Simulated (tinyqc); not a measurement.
Ballistic transport through the one-dimensional subbands of a rectangular nanowire or nanosheet channel: one step, computed by the program tinyqc. Command: `OMP_NUM_THREADS=1 python tinyqc.py 3012917 3012918 out.jsonl wire walk`. One thread of a shared host (Intel(R) Xeon(R) Processor @ 2.30GHz), about 0.03 s of CPU time with the checks.

Hard walls, parabolic subbands, transport along x. Energies are counted from the bulk conduction band edge at the top of the barrier, which the gate pulls down by U; the source Fermi level lies at the bulk edge when U = 0.

Task: Subbands. E_pq = (hbar^2 pi^2/2)(p^2/(m_y b^2) + q^2/(m_z a^2)); valley pairs: (m_x, m_y, m_z) = (m_t, m_t, m_l), (m_t, m_l, m_t), (m_l, m_t, m_t), each with degeneracy g = 2; the 10 lowest subbands are kept.

Inputs (values chosen for the exercise, modelled on silicon):

| quantity | value | unit |
|---|---|---|
| light mass m_t | 0.19 | m_0 |
| heavy mass m_l | 0.902 | m_0 |
| height a | 4.1 | nm |
| width b | 7.2 | nm |

Valleys: silicon [100] wire.

Constants: hbar^2/(2 m_0) = 3.80998212 eV angstrom^2; k_B = 8.617333262e-05 eV/K.

Give: Subbands.

Result:

Subbands:

| valley axis | p | q | E (meV) | m_x (m_0) |
|---|---|---|---|---|
| z | 1 | 1 | 63.0 | 0.190 |
| y | 1 | 1 | 125.8 | 0.190 |
| z | 1 | 2 | 137.4 | 0.190 |
| y | 2 | 1 | 149.9 | 0.190 |
| x | 1 | 1 | 155.9 | 0.902 |
| z | 2 | 1 | 177.5 | 0.190 |
| y | 3 | 1 | 190.1 | 0.190 |
| y | 4 | 1 | 246.4 | 0.190 |
| z | 2 | 2 | 251.9 | 0.190 |
| z | 1 | 3 | 261.4 | 0.190 |
